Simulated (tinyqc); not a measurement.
Inside a calculation. Method: tight binding, honeycomb lattice. Computed by tinyqc, a small Python program that keeps every step. Settings: t1 = 2.2, t2 = 0.28, phi = 2.06, delta = 1.73, points = 6. Command: `OMP_NUM_THREADS=1 python tinyqc.py 27135 27136 out.jsonl` (the two numbers bound the seeds that draw the settings). One thread of a shared host (Intel(R) Xeon(R) Processor @ 2.60GHz), about 0.01 s of CPU time with the checks.

## Bloch Hamiltonian at k

Parameters chosen for this model:
```
parameter     value                        unit
t1         2.200000                 eV, nearest
t2         0.280000       eV, second neighbours
phi        2.060000  rad, phase of t2 (Haldane)
delta      1.730000          eV, +/- on A and B
```

k point k (fractions of the reciprocal vectors): 0.20000  0.41000

H_AB = -t1 (1 + exp(-i k.a1) + exp(-i k.a2)); H_AA = delta - 2 t2 sum cos(k.b + phi), H_BB = -delta - 2 t2 sum cos(k.b - phi), b = a1, a2 - a1, -a2.

H(k) at k (eV):
```
                   A                  B
A            2.33861  -1.02232+3.27114i
B  -1.02232-3.27114i           -2.48947
```

## Levels at k

Diagonalise the Hermitian matrix.

eigenvalues (eV): -4.26745  4.11660

weights |c|^2 of the basis functions:
```
    band 1   band 2
A  0.21207  0.78793
B  0.78793  0.21207
```

## Bloch Hamiltonian at K

k point K (fractions of the reciprocal vectors): 0.33333  0.66667

As before.

H(k) at K (eV):
```
         A         B
A  2.61954   0.00000
B  0.00000  -3.40901
```

## Levels at K

As before.

eigenvalues (eV): -3.40901  2.61954

weights |c|^2 of the basis functions:
```
    band 1   band 2
A  0.00000  1.00000
B  1.00000  0.00000
```

## Bands along a path

The same steps at evenly spaced points between the labelled ones.

Bands along the path (eV):
```
k            band 1   band 2
G          -6.03350  7.61244
G-K 0.25   -5.68579  6.86055
G-K 0.50   -4.76917  5.03233
G-K 0.75   -3.76044  3.23412
K          -3.40901  2.61954
K-M 0.25   -3.43428  2.68996
K-M 0.50   -3.42729  2.77884
K-M 0.75   -3.31186  2.75090
M          -3.06189  2.53557
M-K' 0.25  -2.66967  2.10871
M-K' 0.50  -2.12588  1.47743
M-K' 0.75  -1.42969  0.68537
K'         -0.84046  0.05099
```

With 1 band(s) filled, the highest filled level on these points lies at K' and the lowest empty one at K': a gap of 0.8915 eV, direct.

## Chern number of the lower band

On a 6 x 6 mesh, the phase of the product of overlaps around each plaquette (k1 then k2); the sum over 2 pi is an integer.

plaquette phases (rad):
```
          1         2         3         4         5         6
1   0.00000  -0.03119  -0.12928  -0.05632   0.06900   0.03218
2   0.02442  -0.03391  -0.13658  -0.21859   0.00000   0.06900
3   0.05031   0.01189  -0.15861  -0.28220  -0.21859  -0.05632
4  -0.10799   0.62724   0.48083  -0.15861  -0.13658  -0.12928
5  -0.02327   0.00000   0.62724   0.01189  -0.03391  -0.03119
6  -0.00504  -0.02327  -0.10799   0.05031   0.02442   0.00000
```

Chern number = 0.00000
